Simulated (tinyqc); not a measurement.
Plane-wave Kohn-Sham cycle with exchange-only LDA in a layered model solid, step by step. One step of it, computed by the program tinyqc.

Problem. Iteration 2: levels at that k. Diagonalise the Hermitian matrix.

H (hartree), lower triangle:
```
           -3         -2         -1         +0         +1         +2        +3
-3   7.425507
-2  -0.100103   2.994446
-1   0.000976  -0.100103   0.429095
+0   0.000012   0.000976  -0.100103  -0.270546
+1   0.000001   0.000012   0.000976  -0.100103   0.895523
+2   0.000000   0.000001   0.000012   0.000976  -0.100103   3.927301
+3   0.000000   0.000000   0.000001   0.000012   0.000976  -0.100103  8.824789
```

Give: eigenvalues.

Solution.

eigenvalues (hartree): -0.2929  0.4388  0.9010  2.9961  3.9286  7.4278  8.8268
